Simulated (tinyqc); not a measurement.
Band offset of a heterojunction with an interface dipole (two-band chains, self-consistent charge): sweeps and comparisons. A value that a table varies takes the place of the one given here.

Sites alternate A, C. Left: A at -G1/2, C at +G1/2, hopping -t1; right: A at D - G2/2, C at D + G2/2, hopping -t2; the bonds across the two interfaces of a ring (C left to A right, C right to A left) have -sqrt(t1 t2). D is the offset of the mid-gaps, so Ev(right) - Ev(left) = D - (G2 - G1)/2 and Ec(right) - Ec(left) = D + (G2 - G1)/2. The closing bond has its sign reversed (antiperiodic ring). Half the levels are filled with two electrons each. The charge moved is q = (electrons on the left) less one a site; the mean over the two interfaces, q/2, is taken as the charge that crosses each, and its dipole opposes the offset: D = D0 - u q/2.

From here on the ring has 24 cells a side.

Values chosen for the exercise (gaps near those of GaAs and AlAs; the chains and D0 are free models, so the offsets are not those of the real pair; not measured data):
- G1 = 1.43 eV (gap on the left)
- G2 = 2.22 eV (gap on the right)
- t1 = 2.58 eV (hopping on the left)
- t2 = 2.18 eV (hopping on the right)
- u = 3 eV (potential step per electron moved across)
- D0 = -0.92 eV (mid-gap of the right side above that of the left, without dipole)

## Where the moved charge sits

D = -0.63388 eV

Electrons in cell k from an interface at the self-consistent D, less those at D = 0. Interface 1 joins C left to A right, interface 2 C right to A left. The decay lengths 1/(2 kappa a) are those of mid-gap states, cosh(kappa a) = 1 + G^2/(8 t^2).

Change of the electron count:
```
k  left of 1  right of 1  left of 2  right of 2
1   -0.04436     0.05769   -0.05853     0.07582
2   -0.01841     0.01633   -0.02459     0.02196
3   -0.00913     0.00533   -0.01212     0.00718
4   -0.00473     0.00180   -0.00625     0.00242
5   -0.00251     0.00062   -0.00330     0.00083
6   -0.00135     0.00021   -0.00177     0.00029
```

decay lengths (cells): left 1.810, right 0.992

What can be read from the table?

Over six cells interface 1 moves -0.0805 electrons to the left side and +0.0820 to the right, interface 2 -0.1066 and +0.1085: each change is a dipole, and the two differ because the bonds join different sites. The first cells hold 63 % of it at interface 1. The tail is longer on the left, where the gap is smaller against the hopping: from k = 2 to 4 it falls by a factor 3.89, and pure mid-gap decay would give 3.02; the exponential carries a prefactor that falls as a power of the distance, so the first cells drop faster.

## Screening of the starting offset

chi = 0.293255 1/eV

D0 is varied; the self-consistent D is found by bisection. chi = dq/dD at D = 0; the linear rule is D = S D0 with S = 1/(1 + u chi/2). The gap of the junction closes (type III) at |D| = (G1 + G2)/2.

Against D0:
```
2 D0/(G1 + G2)  D0 (eV)  q at D0   D (eV)    D/D0  linear (eV)
-0.85            -1.551  -0.5392  -1.0531  0.6789      -1.0773
-0.55            -1.004  -0.3144  -0.6905  0.6880      -0.6971
-0.30            -0.547  -0.1637  -0.3792  0.6925      -0.3802
-0.15            -0.274  -0.0807  -0.1900  0.6940      -0.1901
0.10              0.182   0.0536   0.1267  0.6943       0.1267
0.25              0.456   0.1356   0.3162  0.6931       0.3169
0.50              0.912   0.2825   0.6288  0.6891       0.6337
0.80              1.460   0.4960   0.9938  0.6807       1.0140
0.95              1.734   0.6409   1.1702  0.6750       1.2041
```

What can be read from the table?

D/D0 lies between 0.675 and 0.694, against S = 0.695 from chi at D = 0; the linear rule misses by at most 34 meV. q is odd in D. Less than half of the starting offset is screened, so the natural line-up still counts most.

## Wider gaps screen less

G2 is varied. chi = (q(+0.01) - q(-0.01))/0.02 at D = 0, S = 1/(1 + u chi/2).

Against G2:
```
G2 (eV)  chi (1/eV)       S
0.7         0.50608  0.5685
1.1         0.42346  0.6116
1.5         0.36560  0.6458
2.3         0.28683  0.6992
3.4         0.21780  0.7538
5.5         0.13989  0.8266
7.0         0.10546  0.8634
9.0         0.07440  0.8996
```

What can be read from the table?

chi falls from 0.5061 to 0.0744 1/eV, a factor 6.8, and S rises from 0.568 to 0.900: charge crosses through the tails of states that tunnel into the other gap, and these shorten as the gap widens. u is kept fixed, though a wider gap also screens less and would raise it.

## What each parameter does

Self-consistent D by bisection, q there, and the two offsets. Each row changes one parameter from the base and keeps the others.

Results:
```
case             D (eV)        q  valence offset (eV)  conduction offset (eV)
base            -0.6339  -0.1907              -1.0289                 -0.2389
G1 = 1.644 eV   -0.6458  -0.1828              -0.9338                 -0.3578
G2 = 2.553 eV   -0.6515  -0.1790              -1.2130                 -0.0900
t1 = 2.967 eV   -0.6340  -0.1906              -1.0290                 -0.2390
t2 = 2.507 eV   -0.6336  -0.1909              -1.0286                 -0.2386
D0 = -1.058 eV  -0.7271  -0.2206              -1.1221                 -0.3321
u = 3.45 eV     -0.6061  -0.1820              -1.0011                 -0.2111
```

What does this show?

The largest shifts from the base row, up to three for each result and ties (the steps differ in size, so this ranks the rows, not the parameters). D (eV): D0 -0.0932, u +0.0278, G2 -0.0176. q: D0 -0.0299, G2 +0.0117, u +0.0088. valence offset (eV): G2 -0.1841, G1 +0.0951, D0 -0.0932. conduction offset (eV): G2 +0.1489, G1 -0.1189, D0 -0.0932.

Computed by tinyqc, a small Python program: `OMP_NUM_THREADS=1 python tinyqc.py 1451638 1451639 out.jsonl` (the numbers bound the seed that draws the inputs); one thread of a shared host (Intel(R) Xeon(R) Processor @ 2.30GHz), about 0.5 s for the whole set of steps.
